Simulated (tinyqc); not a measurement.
Spreading the carriers over a thicker layer: defect, radiative and Auger recombination at equal electron and hole densities (ABC model).

J/(e d) = Ae n + B n^2 + C n^3 with Ae = A + 4 S/w (four side walls, carriers spread evenly), e = 1.602176634e-19 C, lengths in cm; internal efficiency IQE = B n^2/(Ae n + B n^2 + C n^3); all injected carriers recombine in the layer.

Values chosen for the exercise (orders of magnitude like those quoted for Si; shifted at random, so the results belong to these values and not to a real crystal):
```
symbol  value    unit        meaning
A       4100     1/s         defect rate
B       5.7e-15  cm^3/s      radiative coefficient
C       9.7e-31  cm^6/s      Auger coefficient
S       0        cm/s        recombination velocity of the side walls
w       5300     micrometre  side of the square mesa
d       290000   nm          active thickness
J       0.16     A/cm^2      current density
```

d is multiplied by the factor listed, at the same J.

Results:
```
factor  n (1/cm^3)  defect  radiative     Auger
0.10      5.03e+16   0.599     0.0419     0.359
0.20      3.24e+16   0.773     0.0349     0.192
0.50      1.56e+16   0.927     0.0201    0.0531
2.0       4.16e+15   0.990    0.00572   0.00405
5.0       1.67e+15   0.997    0.00232  0.000662
10        8.39e+14   0.999    0.00116  0.000166
20        4.20e+14   0.999   0.000583  4.16e-05
```

Give the missing row, factor = 1.0.

Computed row:
```
factor  n (1/cm^3)  defect  radiative   Auger
1.0       8.18e+15   0.974     0.0111  0.0154
```

The best factor listed is 0.1 (IQE 0.0419); the optimum factor equals J/J_peak = 0.0618, a layer of 1.79e+04 nm, since only J/d matters and the peak value 0.0432 does not depend on d. A thicker layer trades Auger loss (0.359 to 4.16e-05) for defect loss (0.599 to 0.999).

Run: tinyqc, `OMP_NUM_THREADS=1 python tinyqc.py 1682627 1682628 out.jsonl`; Intel(R) Xeon(R) Processor @ 2.30GHz, one thread, shared host; about 0.01 s of CPU time with all checks.
